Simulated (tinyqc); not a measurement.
Inside a calculation. Method: plane-wave Kohn-Sham cycle with exchange-only LDA in a layered model solid. One step of it, computed by the program tinyqc.

Question. Iteration 1: potential. V_H(G) = 4 pi rho(G)/G^2 for G != 0 (uniform background); v_x = -(3 rho/pi)^(1/3); V = V_ext + V_H + v_x; Fourier components f(G_m) = (1/N) sum_j f(x_j) exp(-i G_m x_j).

A solid whose potential varies along x alone (atomic units):
```
parameter                      value
period a                   11.600000
cross-section of the cell  20.000000
electrons per cell                 2
grid points                       16
plane waves -n..n, n               2
k points                           4
V1 in V1 cos(2 pi x/a)     -0.800000
```

density at the start, on the grid x_j = j a/N (e/bohr^3): 0.00862069  0.00862069  0.00862069  0.00862069  0.00862069  0.00862069  0.00862069  0.00862069  0.00862069  0.00862069  0.00862069  0.00862069  0.00862069  0.00862069  0.00862069  0.00862069

Give: Potentials on the grid; V(G_m), m = 0, 1, 2, ....

Answer.

Potentials on the grid (hartree):
```
x          V_ext     V_H      v_x        V
0.0000   -0.8000  0.0000  -0.2019  -1.0019
0.7250   -0.7391  0.0000  -0.2019  -0.9410
1.4500   -0.5657  0.0000  -0.2019  -0.7676
2.1750   -0.3061  0.0000  -0.2019  -0.5081
2.9000         0  0.0000  -0.2019  -0.2019
3.6250    0.3061  0.0000  -0.2019   0.1042
4.3500    0.5657  0.0000  -0.2019   0.3638
5.0750    0.7391  0.0000  -0.2019   0.5372
5.8000    0.8000  0.0000  -0.2019   0.5981
6.5250    0.7391  0.0000  -0.2019   0.5372
7.2500    0.5657  0.0000  -0.2019   0.3638
7.9750    0.3061  0.0000  -0.2019   0.1042
8.7000         0  0.0000  -0.2019  -0.2019
9.4250   -0.3061  0.0000  -0.2019  -0.5081
10.1500  -0.5657  0.0000  -0.2019  -0.7676
10.8750  -0.7391  0.0000  -0.2019  -0.9410
```

V(G_m), m = 0, 1, 2, ... (hartree): -0.2019  -0.4000  0.0000  0.0000  0.0000
